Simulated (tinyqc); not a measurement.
# Scale length and length offset from two DIBL values

Inverse problem. DIBL = exp(-Le/(2 l)) + 2 exp(-Le/l) with Le = L - dL. Find l, dL and the drawn length for a DIBL of 100 mV/V.

DIBL at drawn lengths 43 and 67 nm (mV/V): 128.03887  28.953456

Solution. With e = exp(-Le/(2 l)), 2 e^2 + e = DIBL gives e and so Le/l at each length; Le/l is a straight line in L with slope 1/l.

l = 8.90 nm
dL = 3.00 nm
length for 100 mV/V = 46.8 nm

Numbers from tinyqc (`OMP_NUM_THREADS=1 python tinyqc.py 2002152 2002153 out.jsonl`; about 0.01 s on one thread of a shared Intel Xeon 2.30GHz).
